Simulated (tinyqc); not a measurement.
Inside a calculation. Model: interdiffusion of a quantum well during annealing: blurred potential and shift of the confined levels. Computed by tinyqc, a small Python program that keeps every step. Command: `OMP_NUM_THREADS=1 python tinyqc.py 3031074 3031075 out.jsonl qwi walk`. One thread of a shared host (Intel(R) Xeon(R) Processor @ 2.30GHz), about 0.07 s of CPU time with the checks. Intermediate numbers are printed to about 6 digits and carried at full precision; extremes and crossings named in words are read from the listed rows.

A square well of width w is blurred by Fick diffusion with a constant coefficient; band offsets are linear in composition, masses are uniform, and strain and excitons are ignored.

Inputs (values chosen for the exercise, modelled on SiGe in silicon (holes and electrons as a model)):
```
quantity               value    unit
well width w              12      nm
electron mass m_e      0.192     m_0
hole mass m_h          0.273     m_0
conduction offset V_c  0.025      eV
valence offset V_v      0.23      eV
prefactor D0             210  cm^2/s
activation energy E     4.01      eV
anneal temperature T     910       C
anneal time t             23       s
```

Constants: k_B = 8.617333262e-05 eV/K; hbar^2/(2 m_0) = 3.80998212 eV angstrom^2.

## Diffusion length

D = D0 exp(-E/(k_B T)); L = sqrt(D t); share of well material at the centre erf(w/(4L)); 1 nm = 1e-7 cm. Temperatures in kelvin are T(C) + 273.15.

diffusivity D = 1.74226e-15 cm^2/s

diffusion length L = 2.00180 nm

ratio L/w = 0.166817

share at the centre = 0.965944

## Levels before the anneal

Square well, ground state: take the lowest root of k tan(k w/2) = kappa, k^2 = E/c, kappa^2 = (V - E)/c, c = hbar^2/(2m) with hbar^2/(2 m_0) in eV angstrom^2.

electron level before the anneal = 6.11642 meV

hole level before the anneal = 7.48384 meV

Caution: the well mass is used in the barriers too; a heavier barrier mass would lower these levels.

## Levels after the anneal

With L = sqrt(D t) and the share at the centre erf(w/(4L)). After the anneal: V(z) = V {1 - (1/2)[erf((w/2 - z)/(2L)) + erf((w/2 + z)/(2L))]}, energies counted from the original well bottom. Finite differences on 3000 points over |z| < w/2 + 6L + 25 nm; shifts are taken against the same grid with cell-averaged square steps. Rise of the bottom = V (1 - share at the centre). Overlap = |<electron|hole>|^2.

shift of the electron level = 2.41 meV

shift of the hole level = 20.197 meV

blue shift of the transition = 22.606 meV

rise of the gap at the centre = 8.68416 meV

overlap = 0.8005

The centre has taken up barrier material, but the rounded edges still matter more.

## Shift against diffusion length

First-order estimate for small L: the shift is 2 L^2 V |d(psi^2)/dz| at an edge, with psi the normalised square-well state: psi^2 = cos^2(k z)/(w/2 + 1/kappa) inside, so |d(psi^2)/dz| = k sin(k w)/(w/2 + 1/kappa).

Shifts (meV):
```
L/w   L (nm)  share at the centre  electron     hole      sum  first-order sum
0.02    0.24                    1     0.045    0.278    0.322         0.367602
0.04    0.48                    1     0.171    1.015    1.186          1.47041
0.07    0.84             1.000000     0.497    2.952    3.448          4.50312
0.1      1.2             0.999593     0.965    6.174    7.139          9.19005
0.15     1.8             0.981578     2.006   15.709   17.715          20.6776
0.2      2.4             0.922900     3.247   30.446   33.693          36.7602
0.3      3.6             0.761407     5.727   63.889   69.616          82.7104
0.45     5.4             0.567942     8.597  102.788  111.384          186.098
0.7      8.4             0.386495    11.475  139.803  151.278          450.312
1         12             0.276326    13.361  162.716  176.077          919.005
```

The sum grows as L^1.88 between the first rows (L^2, linear in time, in first order) and as L^0.43 between the last, as it bends towards the limit V_c + V_v less the original levels, 241.4 meV. The first-order form is off by +14 % in the first row and +29 % at L/w = 0.1; it needs L well below the decay length 1/kappa. At L/w = 0.2 the hole level has moved by the larger share of its offset (13.2 % for the hole, 13.0 % for the electron).

Checks made by the program: finite differences against the square-well equation (relative difference 3e-06).
